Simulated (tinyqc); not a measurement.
## Voltage drop against the factor on the load at the hot node

A grid of 17 by 17 nodes with segments Rx (rows) and Ry (columns); every node draws I1 and the central node kh I1; pads with resistance Rp sit at the nodes whose row and column are multiples of the pitch, counting from 0. The drops u = Vdd - V follow from G u = i, with G the conductance matrix and i the load currents, solved directly. Here the pitch is 8.

Inputs (values chosen for the exercise):
```
symbol  value  unit                                   meaning
Vdd       0.9     V                            supply voltage
Rx       0.23   ohm        resistance of a horizontal segment
Ry       0.33   ohm          resistance of a vertical segment
Rp       0.19   ohm  resistance from a pad node to the supply
I1        1.2    mA  load current of a node in the large grid
```

Results:

| kh | pads | worst drop (mV) | mean drop (mV) | largest drop at a pad (mV) | largest pad current (mA) | worst drop over Vdd (%) |
|---|---|---|---|---|---|---|
| 1 | 9 | 15.846 | 14.138 | 10.032 | 52.798 | 1.7606 |
| 2 | 9 | 15.888 | 14.173 | 10.151 | 53.426 | 1.7654 |
| 5 | 9 | 16.017 | 14.277 | 10.509 | 55.311 | 1.7796 |
| 10 | 9 | 16.244 | 14.451 | 11.106 | 58.451 | 1.8049 |
| 50 | 9 | 18.175 | 15.839 | 15.879 | 83.573 | 2.0195 |
| 100 | 9 | 21.845 | 17.575 | 21.845 | 114.98 | 2.4273 |

Estimate the missing row, kh = 20.

Computed row:

| kh | pads | worst drop (mV) | mean drop (mV) | largest drop at a pad (mV) | largest pad current (mA) | worst drop over Vdd (%) |
|---|---|---|---|---|---|---|
| 20 | 9 | 16.703 | 14.798 | 12.299 | 64.731 | 1.8559 |

With this row back in the table: The worst drop rises from 15.8 to 21.8 mV and the mean drop rises from 14.1 to 17.6 mV. The central node is itself a pad. The drops are linear in the loads, so the mean grows by 0.0347 mV for each unit of kh in every row.

Numbers from tinyqc (`OMP_NUM_THREADS=1 python tinyqc.py 2770166 2770167 out.jsonl`; about 0.1 s on one thread of a shared Intel Xeon 2.30GHz).
